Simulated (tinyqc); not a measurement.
Inside a calculation: tunnelling through a thin dielectric with one trap, as a tight-binding chain. Values are carried at full precision from step to step, so a last printed digit may differ when a step is redone from the rounded ones.

Hopping -t everywhere, t = c/(m a^2), c = hbar^2/2m0; lead sites at 2t (band bottom 0), barrier sites 1 to N at 2t + phi, and site j has U besides. No voltage. Leads give S = -t exp(ika) on sites 1 and N, cos(ka) = 1 - E/(2t). T = (2 t sin(ka))^2 |G_1N|^2, G = (E - H - S)^-1. In the barrier cosh(q a) = 1 + (phi - E)/(2t).

Constants: hbar^2/2m0 = 3.80998211 eV angstrom^2; hbar = 6.58211957e-16 eV s.

Parameters, chosen for this exercise (barrier and mass of the size used for SiO2 on silicon; shifted at random, so the results belong to these values and not to a real crystal): a = 2.5 angstrom (site spacing); m = 0.46 m0 (mass, the same in leads and barrier); phi = 3.07 eV (conduction edge of the barrier above that of the leads); U = -2.84 eV (extra energy on the trap site); E = 1.04 eV (electron energy); N = 11 (barrier sites); j = 7 (site of the trap).

## Scales

Form t, ka, q a, and the level of the trap in an endless barrier, Eb = phi + 2t - sqrt(4 t^2 + U^2).

t = 1.3252 eV
ka = 0.91775 rad
q a = 1.16982
Eb = 1.8358 eV

## The matrix E - H - S

Fill it in.

E - H - S (eV):
```
                  1        2        3        4        5        6
1   -3.8752+1.0525i   1.3252   0.0000   0.0000   0.0000   0.0000
2            1.3252  -4.6804   1.3252   0.0000   0.0000   0.0000
3            0.0000   1.3252  -4.6804   1.3252   0.0000   0.0000
4            0.0000   0.0000   1.3252  -4.6804   1.3252   0.0000
5            0.0000   0.0000   0.0000   1.3252  -4.6804   1.3252
6            0.0000   0.0000   0.0000   0.0000   1.3252  -4.6804
7            0.0000   0.0000   0.0000   0.0000   0.0000   1.3252
8            0.0000   0.0000   0.0000   0.0000   0.0000   0.0000
9            0.0000   0.0000   0.0000   0.0000   0.0000   0.0000
10           0.0000   0.0000   0.0000   0.0000   0.0000   0.0000
11           0.0000   0.0000   0.0000   0.0000   0.0000   0.0000

          7        8        9       10               11
1    0.0000   0.0000   0.0000   0.0000           0.0000
2    0.0000   0.0000   0.0000   0.0000           0.0000
3    0.0000   0.0000   0.0000   0.0000           0.0000
4    0.0000   0.0000   0.0000   0.0000           0.0000
5    0.0000   0.0000   0.0000   0.0000           0.0000
6    1.3252   0.0000   0.0000   0.0000           0.0000
7   -1.8404   1.3252   0.0000   0.0000           0.0000
8    1.3252  -4.6804   1.3252   0.0000           0.0000
9    0.0000   1.3252  -4.6804   1.3252           0.0000
10   0.0000   0.0000   1.3252  -4.6804           1.3252
11   0.0000   0.0000   0.0000   1.3252  -3.8752+1.0525i
```

## Transmission

Invert the matrix; T = (2 t sin(ka))^2 |G_1N|^2.

first row of G (1/eV): -0.2643-0.08031i  -0.08205-0.02493i  -0.02547-0.007741i  -0.007926-0.002408i  -0.002518-0.0007651i  -0.0009667-0.0002938i  -0.0008964-0.0002725i  -0.0002783-8.466e-05i  -8.632e-05-2.651e-05i  -2.662e-05-8.966e-06i  -7.703e-06-5.158e-06i

T = 3.809e-10

Without the trap T is 2.65e-11: the trap changes it by a factor 14.4 at this energy.

## The resonance

Resonance: the lowest eigenvalue of H + S(E), iterated until its real part equals E (40 rounds from Eb = phi + 2t - sqrt(4t^2 + U^2), the level in an endless barrier). With v the normalised squared amplitudes of that state, Gamma_L = 2 t sin(ka) v_1, Gamma_R = 2 t sin(ka) v_N; Breit-Wigner T = Gamma_L Gamma_R/((E - Er)^2 + (Gamma_L + Gamma_R)^2/4).

Find Er, the two widths, the peak height 4 Gamma_L Gamma_R/(Gamma_L + Gamma_R)^2 and the escape time hbar/(Gamma_L + Gamma_R).

Er = 1.8360 eV

widths (meV): left 0.02028, right 0.8402

peak height = 0.09204
escape time = 765 fs

squared amplitudes: 0.0000  0.0001  0.0004  0.0027  0.0177  0.1137  0.7315  0.1135  0.0175  0.0026  0.0003

The nearby leads move the level 0.2 meV above its value in an endless barrier. The trap is closer to the right lead, which takes 97.6 % of the escapes.

## Checks

- T at Er from the chain against the Breit-Wigner peak: both 0.0920.
- T without trap against the closed form for a lattice barrier: both 2.650e-11.

Computed by tinyqc, a small Python program: `OMP_NUM_THREADS=1 python tinyqc.py 1480269 1480270 out.jsonl` (the numbers bound the seed that draws the inputs); one thread of a shared host (Intel(R) Xeon(R) Processor @ 2.30GHz), about 0.1 s for the whole set of steps.
